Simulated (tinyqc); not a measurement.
Band offset from the macroscopic average of a supercell potential: sweeps and comparisons. A value that a table varies takes the place of the one given here.

A model of the planar-averaged electrostatic energy of an electron in a periodic cell of N1 periods of A (L1 = N1 n1 h) and N2 periods of B (L2 = N2 n2 h), on z_j = j h: V(z) = f VA + (1 - f) VB + F t(z), VA = V1[0] + V1[1] cos(2 pi z/(n1 h)) + V1[2] cos(4 pi z/(n1 h)), VB the same with V2, n2 and z - L1. f = [tanh(z/w) - tanh((z - L1)/w) + tanh((z - L1 - L2)/w)]/2 + 1/2; t(z) = z - L1/2 in A and (L1/L2)(L1 + L2/2 - z) beyond, so that the cell is periodic.

Running mean over n points, periodic: for odd n the plain mean of the n points centred on j; for even n the n + 1 points with half weight at both ends. The macroscopic average applies the mean over n1 points and then over n2 points.

dEv = Ev(A) - Ev(B) = Ev1 - (dV + Ev2); dEc = Ec(B) - Ec(A) = Eg2 - Eg1 - dEv. The correction of a gap, c = Eg[1] - Eg[0], lowers the valence top by fv c and leaves dV, a ground-state quantity, as it is. Type I: dEv and dEc of one sign; II: opposite signs; III: no overlap of the gaps.

Values chosen for the exercise (gaps near those of GaAs and Ge; the results hold for these values, not for the real material): h = 0.35 angstrom (grid step); n1 = 5 (grid points per period of A); n2 = 6 (grid points per period of B); V1 = (-7.03, 4.37, -0.82) eV (mean and two harmonics of the potential in A); V2 = (-8.25, 3.14, 0.25) eV (the same in B); w = 0.41 angstrom (width of the interfaces); N1 = 5 (periods of A); N2 = 5 (periods of B); F = 0 eV/angstrom (slope in A from opposite charges on the two interfaces); Ev1 = 7.11 eV (valence top of bulk A above its mean potential); Eg1 = (0.48, 1.53) eV (gap of A: semi-local value, corrected value); Ev2 = 8.81 eV (valence top of bulk B above its mean potential); Eg2 = (0.1, 0.74) eV (gap of B: semi-local value, corrected value).

## How thick the regions must be

N1 = N2 = N, no slope (F = 0); dV is read at j = floor(N n1/2) and N n1 + floor(N n2/2). The exact value is V2[0] - V1[0].

Results:
```
N,L1 (angstrom),dV (eV),error (meV)
1,1.75,-0.4588,761.17
2,3.50,-1.0783,141.66
3,5.25,-1.2231,-3.06
4,7.00,-1.2200,0.04
5,8.75,-1.2200,0.00
6,10.50,-1.2200,0.00
```

The error is below 10 meV from N = 3 on. The two windows together span 3.85 angstrom and must fit between the interface tails, which fall as exp(-2 z/w); the errors at N = 2, 3 and 4 are 141.66, -3.06 and 0.04 meV.

## The choice of windows

dV read at j = 12 and 40 after means over the numbers of points listed; ripple is the spread over the five points around each.

Results:
```
windows,dV (eV),ripple in A (meV),ripple in B (meV)
none,-0.321,7339,4335
5 only,-1.898,0,1017
6 only,-1.684,1095,0
"6, 7",-1.109,244,0
"5, 6",-1.220,0,0
```

Which rows can be used, and how does a wrong window show?

The last row matches both periods and lies 0 meV from the value of a thick cell, V2[0] - V1[0] = -1.220 eV. Against it the raw potential errs by +0.90 eV. No other row is within 20 meV of it. A window one point too long leaves a ripple of 1095 meV in A, against 0 meV in the last row: the ripple is the sign to look for. Rows to use, with under 30 meV of ripple in both regions once the tilt is taken off: 5, 6. A row with a large ripple can hit the right value only by chance.

## Where the gap correction goes

dV = B - A = -1.2200 eV

fv1 and fv2 are varied.

Offsets (eV):
```
fv1,fv2,dEv,dEc
0.0,0.0,-0.480,-0.310
0.5,0.5,-0.685,-0.105
1.0,1.0,-0.890,0.100
0.0,1.0,0.160,-0.950
1.0,0.0,-1.530,0.740
0.3,0.7,-0.347,-0.443
```

dEv + dEc = -0.790 eV in every row, but dEv alone spans 1.69 eV, the sum of the two corrections. A scissor on the conduction bands alone (first row) keeps the semi-local dEv; with equal shares fv the shift is fv times the difference of the corrections, -0.41 eV, against their sum of 1.69 eV: most of the error cancels if the shares are alike.

Computed by tinyqc, a small Python program: `OMP_NUM_THREADS=1 python tinyqc.py 1850208 1850209 out.jsonl` (the numbers bound the seed that draws the inputs); one thread of a shared host (Intel(R) Xeon(R) Processor @ 2.30GHz), about 0.01 s for the whole set of steps.
